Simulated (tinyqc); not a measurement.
Ion-assisted plasma etching: sheath, surface coverage, synergy and aspect-ratio dependence: one step, computed by the program tinyqc.

Radicals adsorb on bare sites; ions remove covered sites with a high yield and bare sites by sputtering; a slow spontaneous reaction acts everywhere, walls included.

Question. Rate at the floor of the feature. Transmission of a round hole: K = 1/(1 + 3A/4), walls that scatter diffusely without loss. With a loss probability S = s (1 - theta) at the floor, G_b/G_n = K/(K + S - K S); theta follows G_b, and the two are solved together. Ions are taken to reach the floor unshadowed; G_b replaces G_n in every term of the rate; A is depth over diameter. Steady coverage: s G_n (1 - theta) = x Y G_i theta; removal flux = Y G_i theta + Y_p G_i (1 - theta) + k_c G_n; rate = flux/N, 1 cm/s = 6e8 nm/min.

Inputs (values chosen for the exercise, close to those used for silicon in a halogen plasma): gas temperature T_g = 600 K; sticking coefficient s = 0.2; radicals per removed unit x = 4; spontaneous reaction probability k_c = 1.1e-05; solid density N = 5e+22 1/cm^3; aspect ratio A = 35.

Feature: round hole.

yield Y = 2.525265

sputter yield Y_p = 0.2539762

ion flux G_i = 1.066652e+15 1/(cm^2 s)

radical flux G_n = 1.375867e+17 1/(cm^2 s)

vertical rate = 24.16094 nm/min

Give: transmission K; G_b/G_n; coverage at the floor; rate at the floor; floor rate over open-field rate.

Answer.

transmission K = 0.036697

G_b/G_n = 0.23304

coverage at the floor = 0.37311

rate at the floor = 14.102 nm/min

floor rate over open-field rate = 0.58367

The lag is 42 %. Caution: a sheath of several millimetres is collisional at usual pressures, which lowers the ion energy and widens the angles. Caution: at this aspect ratio many ions strike the walls, so ion shadowing, left out here, adds to the lag.
